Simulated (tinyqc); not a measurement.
Phonon polaritons: single-oscillator infrared dielectric function of a polar cubic crystal. Computed by tinyqc, a small Python program. Command: `OMP_NUM_THREADS=1 python tinyqc.py 3010924 3010925 out.jsonl infrared walk`. One thread of a shared host (Intel(R) Xeon(R) Processor @ 2.30GHz), about 0.01 s of CPU time with the checks.

One ion pair, charges +Z* and -Z*, in a cell of volume Omega = a^3/4. Frequencies omega are given as wavenumbers (1/cm); eps_s is the static dielectric constant.

Inputs (values chosen for the exercise, modelled on cubic silicon carbide):

| quantity | value | unit |
|---|---|---|
| lattice constant a | 4.36 | angstrom |
| mass M_A | 28.086 | u |
| mass M_B | 12.011 | u |
| omega_TO | 784 | 1/cm |
| Born charge Z* | 2.79 | e |
| eps_inf | 6.37 | - |

Structure: zinc blende. Free carriers: absent.

Constants: nu for 1 eV/(angstrom^2 u) = 15.6333042 THz; 1 THz = 33.35640952 1/cm; e^2/(4 pi eps_0) = 14.39964548 eV angstrom.

Method. mu = M_A M_B/(M_A + M_B); ionic plasma term W^2 = 4 pi Z*^2 (e^2/(4 pi eps_0))/(Omega mu) in eV/(angstrom^2 u), turned into 1/cm by W = 15.6333042 x 33.35640952 x sqrt(W^2); omega_LO^2 = omega_TO^2 + W^2/eps_inf; eps_s = eps_inf + W^2/omega_TO^2; Szigeti charge 3 Z*/(eps_inf + 2); longitudinal (Callen) charge Z*/eps_inf. Transverse waves without damping obey Q^2 = omega^2 eps(omega), Q = wave vector/(2 pi) in 1/cm: eps_inf omega^4 - (eps_inf omega_LO^2 + Q^2) omega^2 + Q^2 omega_TO^2 = 0.

eps_s = 9.94472

omega_LO = 979.586 1/cm

Branches (1/cm):

| Q | lower branch | upper branch | Q/sqrt(eps_s) | Q/sqrt(eps_inf) |
|---|---|---|---|---|
| 250 | 79.13 | 981.4 | 79.3 | 99.1 |
| 740 | 230.76 | 996.1 | 234.7 | 293.2 |
| 1500 | 440.53 | 1057.7 | 475.7 | 594.3 |
| 2500 | 623.32 | 1245.9 | 792.8 | 990.5 |
| 3700 | 712.68 | 1612.7 | 1173.3 | 1466.0 |
| 6200 | 760.34 | 2533.0 | 1966.1 | 2456.5 |
| 12000 | 777.93 | 4791.7 | 3805.3 | 4754.6 |
| 25000 | 782.62 | 9922.9 | 7927.6 | 9905.4 |

What follows from these numbers?

The lower branch starts as light slowed by sqrt(eps_s) (0.998 of that line) and ends at 0.998 omega_TO; the upper starts at 1.002 omega_LO and ends at 1.002 of the light line with eps_inf. No branch lies between omega_TO and omega_LO.
